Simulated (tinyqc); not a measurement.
Implant damage, amorphisation by cascade overlap, and solid-phase epitaxial regrowth: one step, computed by the program tinyqc. Command: `OMP_NUM_THREADS=1 python tinyqc.py 3112452 3112453 out.jsonl sper walk`. One thread of a shared host (Intel(R) Xeon(R) Processor @ 2.30GHz), about 0.01 s of CPU time with the checks.

Range and width of the damage are inputs. Dynamic annealing enters only through the surviving share f.

Problem. Isothermal regrowth. v = v0 x orientation factor x exp(-E_a/(k_B T)) x [1 + (enhancement - 1) exp(-(z - R_d)^2/(2 s_d^2))], T = anneal temperature + 273.15 K; the dopant is taken to follow the damage profile; the lower front moves from the lower edge z2 to the surface, or to the middle (z1 + z2)/2 of a buried layer with upper edge z1; time = int dz/v; the equivalent undoped distance is that time times the undoped velocity.

Inputs (values chosen for the exercise, modelled on germanium ions in germanium):
```
quantity,value,unit
depth of the damage peak R_d,15,nm
width of the damage profile s_d,9.7,nm
regrowth prefactor v0,2.5e+16,nm/s
regrowth energy E_a,2.13,eV
anneal temperature,351,C
rate relative to (100),0.33,-
peak enhancement by the dopant,7.4,-
```

lower edge = 33.84024 nm

upper edge = 0 nm

Constants: k_B = 8.617333262e-05 eV/K.

Give: undoped velocity; distance to regrow; time without enhancement; equivalent undoped distance; time with enhancement.

Solution.

undoped velocity = 0.05218 nm/s

distance to regrow = 33.84 nm

time without enhancement = 648.5 s

equivalent undoped distance = 7.455 nm

time with enhancement = 142.9 s

The rate doubles for each 11 K or so near this temperature.
